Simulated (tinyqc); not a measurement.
Worked calculation: hot carriers by balance equations with a heated Maxwellian. Computed by tinyqc, a small Python program that keeps every step. Command: `OMP_NUM_THREADS=1 python tinyqc.py 3021053 3021054 out.jsonl hot walk`. One thread of a shared host (Intel(R) Xeon(R) Processor @ 2.30GHz), about 0.02 s of CPU time with the checks. Intermediate numbers are printed to about 6 digits and carried at full precision; extremes and crossings named in words are read from the listed rows.

The carriers follow a Maxwellian at an electron temperature T_e, slightly displaced; the drift energy is neglected against k_B T_e. The balance averages the rate, not the time, so mu_0 lies below the relaxation-time value.

Inputs (values chosen for the exercise, modelled on electrons in silicon): effective mass m = 0.319 m_0; density rho = 2329 kg/m^3; sound velocity v_l = 9130 m/s; acoustic deformation potential D_A = 8.7 eV; phonon energy hbar w = 62.2 meV; optical or intervalley deformation potential D_o = 5.2 1e8 eV/cm; final valleys Z_f = 5; lattice temperature T = 300 K; electric field F = 14 kV/cm; iteration cap = 30.

Band: parabolic. Solver: Newton.

Constants: k_B = 8.617333262e-05 eV/K; k_B = 1.380649e-23 J/K; e = 1.602176634e-19 C; hbar = 1.054571817e-34 J s; m_0 = 9.1093837015e-31 kg; hbar = 6.582119569e-16 eV s.

## Equilibrium values

Parabolic band: E = hbar^2 k^2/(2 m), speed v = hbar k/m, states per spin, volume and energy g(E) = m k/(2 pi^2 hbar^2). Masses are multiplied by m_0 and all formulas are in SI units. Phonon occupation N_q = 1/(exp(hbar w/(k_B T)) - 1). Acoustic deformation potential (elastic, equipartition, absorption and emission together): 1/tau = 2 pi k_B T D_A^2 g(E)/(hbar rho v_l^2). Optical or intervalley deformation potential: 1/tau = (pi Z_f D_o^2/(rho w)) [N_q g(E + hbar w) + (N_q + 1) g(E - hbar w)], with g = 0 below the band edge. Averages over the Maxwellian, <y> = int y x^(1/2) exp(-x) dx / int x^(1/2) exp(-x) dx with x = E/(k_B T_e), split at x_0 = hbar w/(k_B T_e): 64 Gauss-Legendre points in sqrt(x) below it and 128 in sqrt(x - x_0) above it, up to x = 32. Momentum balance: mu(T_e) = e/(m nu), nu = <x (sum of rates)>/<x>. Power lost per carrier: P(T_e) = hbar w <emission rate - absorption rate> + <(2 m v_l^2/(k_B T)) (E - 2 k_B T) acoustic rate>. Energy relaxation time at weak heating: tau_E = (3/2) k_B / (dP/dT_e), the derivative by a central difference of +/- 0.5 K at T_e = T.

low-field mobility mu_0 = 1208.96 cm^2/(V s)

energy relaxation time tau_E = 0.433167 ps

Energy and momentum relax at comparable rates here.

## Balance functions

The field that sustains T_e follows from e mu F^2 = P.

Against the electron temperature:
```
T_e (K)  mu (cm^2/(V s))  P optical (1e9 eV/s)  P acoustic (1e9 eV/s)  F (kV/cm)  drift velocity (1e7 cm/s)
330              1099.77                 9.151            1.08857e-01     2.9017                    0.31912
390               936.22                28.723            3.55021e-01     5.5731                    0.52176
480               775.57                59.340            7.87721e-01     8.8050                    0.68289
600               643.91                99.672            1.46783e+00    12.5329                    0.80700
900               477.42               190.453            3.59544e+00    20.1606                    0.96251
1500              344.72               332.284            9.28338e+00    31.4780                    1.08510
2400              263.10               488.642            2.05496e+01    43.9930                    1.15744
3600              211.00               646.615            3.95498e+01    57.0254                    1.20326
```

Optical phonons take 99 % of the power in the first row and 94 % in the last. The velocity grows as F^0.75 at first and as F^0.15 at the end, so it levels off; if optical phonons alone set both balances the limit at high T_e would be sqrt(3 hbar w tanh(hbar w/2 k_B T)/(4 m)) = 1.47 in the same unit. Rows above 1400 K (k_B T_e > 0.12 eV) stretch the parabolic band.

## First iteration

Newton: h(T_e) = P - e mu F^2, T_new = T_e - h/h', with h' by a central difference of +/- 0.5 K, limited to the range T to 3 T_e. Start at T_e = 1.5 T.

mu at the start = 821.031 cm^2/(V s)

P at the start = 4.97238e+10 eV/s

new T_e = 616.903 K

## The whole iteration

Start at T_e = 1.5 T; stop when T_e moves by less than 1e-6 K or exceeds 1e6 K.

Course of the iteration:
```
iteration  T_e (K)  mu (cm^2/(V s))     step (K)
1          450.000          821.031  1.66903e+02
2          616.903          629.888  3.40729e+01
3          650.976          604.036  8.51771e-01
4          651.828          603.427  4.90736e-04
5          651.828          603.427  2.58296e-10
```

electron temperature T_e = 651.828 K

Converged in 5 iterations.

## Drift velocity

v = mu(T_e) F; warm-carrier coefficient (mu/mu_0 - 1)/F^2.

mobility mu(T_e) = 603.427 cm^2/(V s)

drift velocity = 0.844798 1e7 cm/s

mu/mu_0 = 0.499128

(mu/mu_0 - 1)/F^2 = -0.00255547 cm^2/kV^2

T_e/T = 2.17; the simple estimate T + (2/3) e mu_0 F^2 tau_E/k_B would give 1094 K, too high since mu falls and tau_E changes as the gas heats.

Checks made by the program: detailed balance, P(T_e = T) = 0, on the scale of P at 1.1 T (relative difference below 1e-10).
